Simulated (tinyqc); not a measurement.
Vertical double-diffused power MOSFET, components of the on-resistance: one step of the calculation.

Stripe cells of pitch Wp + a, two channels a cell. Current flows through the channels, spreads in the accumulation layer, passes the gap between the p bodies and spreads at 45 degrees into the drift layer below them. Low drain voltage, full ionisation.

Task. Components of the on-resistance. Pitch p = Wp + a, Cox = 3.9 eps0/tox; zero-bias depletion in the gap w0 = sqrt(2 eps0 eps_r Vbi/(q N Nj)), open gap g = a - 2 w0; R_ch = Lc p/(2 mch Cox Vov); R_acc = 0.6 a p/(4 mac Cox Vov), 0.6 being an empirical factor for current leaving the layer along its length; R_gap = (rho/Nj) xp p/g; spreading depth t = min(W, (p - g)/2); R_drift = (rho p/2) ln((g + 2 t)/g) + rho (W - t); R_on = the sum with Rs.

Values chosen for this exercise; bulk values close to those of silicon: relative permittivity eps_r = 11.8; gate oxide thickness (eps_r 3.9) tox = 49 nm; gate overdrive Vov = 7 V; channel mobility mch = 310 cm^2/(V s); accumulation-layer mobility mac = 570 cm^2/(V s); channel length Lc = 0.8 um; width of the p body in one cell, channels included Wp = 2.6 um; gap between neighbouring p bodies a = 1.3 um; depth of the p body xp = 0.8 um; doping of the gap over the drift doping Nj = 2; built-in voltage of the body junction Vbi = 0.761 V; substrate and contact resistance Rs = 0.41 mohm cm^2.

Constants: q = 1.602176634e-19 C, eps0 = 8.8541878128e-14 F/cm where lengths are in cm. Results are converted to the units shown.

N = 1.7001762e15 cm^-3
W = 12.386346 um
mu = 1210 cm^2/(V s)
rho = 3.0339632 ohm cm

Give: w0; g; components; R_on; shares.

Result.

w0 = 0.54026 um
g = 0.21947 um
components (mohm cm^2): channel 0.10201, accumulation 0.027046, gap 2.1565, drift 4.9020, substrate 0.41000
R_on = 7.5976 mohm cm^2
shares (%): channel 1.343, accumulation 0.356, gap 28.384, drift 64.521, substrate 5.396

The drift term is the largest. R_on is 2.02 times the ideal drift resistance, and spreading raises the drift term to 1.30 times it.

Numbers from tinyqc (`OMP_NUM_THREADS=1 python tinyqc.py 2230036 2230037 out.jsonl`; about 0.01 s on one thread of a shared Intel Xeon 2.30GHz).
